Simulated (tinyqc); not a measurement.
# Elastic trap-assisted tunnelling through a dielectric: what changes with what

Emitter at x = 0 (Fermi level 0), collector at x = t (Fermi level -V), band edge U(x) = phi - F x, F = V/t. A trap at x has the energy E = U(x) - Et. With G(u) = (4/(3 F)) sqrt(mo/C) max(u, 0)^1.5, C = hbar^2/(2 m0): S1 = G(phi - E) - G(Et), S2 = G(Et) - G(phi - V - E), T1,2 = exp(-S1,2). The steady rate through one trap is nu T1 T2 (f1 - f2)/(T1 + T2), f1 = f(E), f2 = f(E + V), f(y) = 1/(1 + exp(y/Vt)); both contacts offer states at E.

Parameters, values chosen for the exercise; dielectric values close to those of aluminium oxide:
- T = 300 K (temperature)
- phi = 2.54 eV (barrier above the emitter Fermi level)
- mo = 0.39 m0 (tunnelling mass)
- t = 6.5 nm (thickness)
- Et = 2.29 eV (trap depth below the band edge of the dielectric)
- Nt = 1.9e17 cm^-3 (trap density)
- nu = 1e14 1/s (attempt frequency)
- V = 1.72 V (voltage)

Constants: q = 1.602176634e-19 C, kB = 1.380649e-23 J/K, hbar = 1.054571817e-34 J s, m0 = 9.1093837015e-31 kg, Vt = kB T/q, hbar^2/(2 m0) = 0.0380998212 eV nm^2. Results are converted to the units shown.

Each table varies one quantity; the others keep the values above.

## Current against voltage

J = q Nt times the integral of the rate over x. Direct S = (4/(3 F)) sqrt(mo/C) [phi^1.5 - max(phi - V, 0)^1.5].

Current against voltage:

| V (V) | J (A/cm^2) | x of the peak over t | larger S there | direct S |
|---|---|---|---|---|
| 0.3 | 2.08e-11 | 0.494 | 31.6 | 64.3 |
| 0.83 | 1.28e-9 | 0.476 | 31.4 | 60.5 |
| 1.36 | 1.82e-9 | 0.459 | 31.1 | 56.4 |
| 1.89 | 3.13e-9 | 0.442 | 30.7 | 51.7 |
| 2.42 | 7.09e-9 | 0.423 | 30.0 | 45.9 |
| 2.96 | 2.81e-8 | 0.399 | 29.0 | 37.9 |
| 3.49 | 6.96e-7 | 0.187 | 27.5 | 32.2 |
| 4.02 | 2.24e-5 | 0.154 | 23.9 | 27.9 |
| 4.55 | 3.21e-4 | 0.131 | 21.1 | 24.7 |
| 5.08 | 0.00260 | 0.113 | 18.9 | 22.1 |

What does the table show?

J rises from 2.08e-11 to 0.00260 A/cm^2, by 3.38 decades a volt between the first two rows and 1.72 between the last two. The position of the peak falls from 0.494 to 0.113 of t; only traps beyond x/t = (phi - Et)/V lie below the emitter Fermi level, with phi - Et = 0.250 eV. It jumps from 0.399 to 0.187 between V = 2.96 and 3.49 V.

## Effect of the trap depth

Same model as above.

The same in every row: direct S = 53.3.

Results:

| Et (eV) | J (A/cm^2) | x of the peak over t | larger S there |
|---|---|---|---|
| 1.14 | 7.22e-15 | 0.758 | 41.9 |
| 1.35 | 1.80e-12 | 0.635 | 36.3 |
| 1.56 | 5.20e-10 | 0.513 | 30.2 |
| 1.97 | 3.47e-8 | 0.438 | 28.4 |
| 2.17 | 6.62e-9 | 0.445 | 30.0 |
| 2.38 | 1.29e-9 | 0.450 | 31.5 |
| 2.59 | 2.77e-10 | 0.455 | 33.0 |
| 2.79 | 6.92e-11 | 0.458 | 34.3 |

Estimate the missing row, Et = 1.76 eV.

Computed row:

| Et (eV) | J (A/cm^2) | x of the peak over t | larger S there |
|---|---|---|---|
| 1.76 | 4.85e-8 | 0.446 | 27.1 |

With this row back in the table: J goes from 7.22e-15 through a maximum of 4.85e-8 (at Et = 1.76 eV among the rows listed) to 6.92e-11 A/cm^2. Shallow traps near the emitter lie above its Fermi level and stay empty, while deep traps face higher barriers, so a middle depth conducts best.

Range of the model: Phonon-assisted (inelastic) capture, chains of traps and a spread of trap depths are left out.

Program tinyqc, `OMP_NUM_THREADS=1 python tinyqc.py 2370102 2370103 out.jsonl`; Intel Xeon 2.30GHz, shared host, one thread, about 0.04 s.
